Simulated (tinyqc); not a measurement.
Inside a calculation. Method: plane-wave Kohn-Sham cycle with exchange-only LDA in a layered model solid. One step of it, computed by the program tinyqc.

Question. Iteration 1: potential. V_H(G) = 4 pi rho(G)/G^2 for G != 0 (uniform background); v_x = -(3 rho/pi)^(1/3); V = V_ext + V_H + v_x; Fourier components f(G_m) = (1/N) sum_j f(x_j) exp(-i G_m x_j).

A solid whose potential varies along x alone (atomic units):
```
parameter                      value
period a                   12.300000
cross-section of the cell  27.000000
electrons per cell                 4
grid points                       16
plane waves -n..n, n               3
k points                           1
V1 in V1 cos(2 pi x/a)     -0.180000
V2 in V2 cos(4 pi x/a)     -0.030000
```

density at the start, on the grid x_j = j a/N (e/bohr^3): [0.01204456, 0.01204456, 0.01204456, 0.01204456, 0.01204456, 0.01204456, 0.01204456, 0.01204456, 0.01204456, 0.01204456, 0.01204456, 0.01204456, 0.01204456, 0.01204456, 0.01204456, 0.01204456]

Give: Potentials on the grid; V(G_m), m = 0, 1, 2, ....

Answer.

Potentials on the grid (hartree):
```
x        V_ext    V_H     v_x       V
0.000   -0.210  0.000  -0.226  -0.436
0.769   -0.188  0.000  -0.226  -0.413
1.538   -0.127  0.000  -0.226  -0.353
2.306   -0.048  0.000  -0.226  -0.273
3.075    0.030  0.000  -0.226  -0.196
3.844    0.090  0.000  -0.226  -0.136
4.612    0.127  0.000  -0.226  -0.098
5.381    0.145  0.000  -0.226  -0.081
6.150    0.150  0.000  -0.226  -0.076
6.919    0.145  0.000  -0.226  -0.081
7.688    0.127  0.000  -0.226  -0.098
8.456    0.090  0.000  -0.226  -0.136
9.225    0.030  0.000  -0.226  -0.196
9.994   -0.048  0.000  -0.226  -0.273
10.762  -0.127  0.000  -0.226  -0.353
11.531  -0.188  0.000  -0.226  -0.413
```

V(G_m), m = 0, 1, 2, ... (hartree): [-0.226, -0.090, -0.015, 0.000, 0.000, 0.000, 0.000]
